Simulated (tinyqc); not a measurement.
Angle of incidence: thin-film optics by transfer matrices.

Indices N = n + i k. Snell: N0 sin(theta) = N_j sin(theta_j), with Im(N_j cos theta_j) >= 0. Admittance y_j = N_j cos theta_j for s and N_j/cos theta_j for p. Phase delta_j = 2 pi N_j cos theta_j d_j/lambda. Layer matrix [[cos delta, -i sin delta/y], [-i y sin delta, cos delta]], multiplied from the top down to M. (B, C) = M (1, y_sub); r = (y0 B - C)/(y0 B + C), R = |r|^2, T = 4 Re y0 Re y_sub/|y0 B + C|^2, absorbed in the films 1 - R - T.

Ellipsometry: rho = tan(Psi) exp(i Delta) = -conj(r_p/r_s) with the r of the admittance formula, Delta in 0 to 360 degrees, so that a bare dielectric at small angles gives Delta = 180.

Parameters, chosen for this exercise (indices near those of resist, ARC on Cu; the results hold for these values, not for the real material): lam = 193 nm (vacuum wavelength); n0 = 1 (ambient index); n = (1.728, 1.834, 0.982) (n of resist, ARC, substrate); k = (0.021, 0.324, 1.453) (k in the same order); d = (108, 36.8) nm (thicknesses, top first).

Both polarisations.

Stack:
```
theta (degrees)     R_s     R_p    Psi   Delta
0                0.1906  0.1906  45.00  180.00
15               0.1911  0.1744  43.69  180.04
30               0.1831  0.1225  39.28  183.31
45               0.1612  0.0483  28.68  203.52
55               0.1635  0.0178  18.28  253.39
60               0.1835  0.0197  18.13  295.57
65               0.2239  0.0392  22.70  326.85
70               0.2910  0.0837  28.21  343.90
75               0.3917  0.1663  33.09  352.77
80               0.5343  0.3109  37.34  357.15
85               0.7310  0.5617  41.24  359.11
```

R_s and R_p agree at normal incidence (0.1906). R_p is lowest at 55 degrees of those listed (0.0178), where R_s = 0.1635; the top face alone would stop reflecting p light at arctan(n/n0) = 59.9 degrees, while the layers and the substrate below set where the minimum falls. R_s does not rise steadily, because the phase thickness of the films changes with the angle.

Computed by tinyqc, a small Python program: `OMP_NUM_THREADS=1 python tinyqc.py 1682210 1682211 out.jsonl` (the numbers bound the seed that draws the inputs); one thread of a shared host (Intel(R) Xeon(R) Processor @ 2.30GHz), about 0.01 s for the whole set of steps.
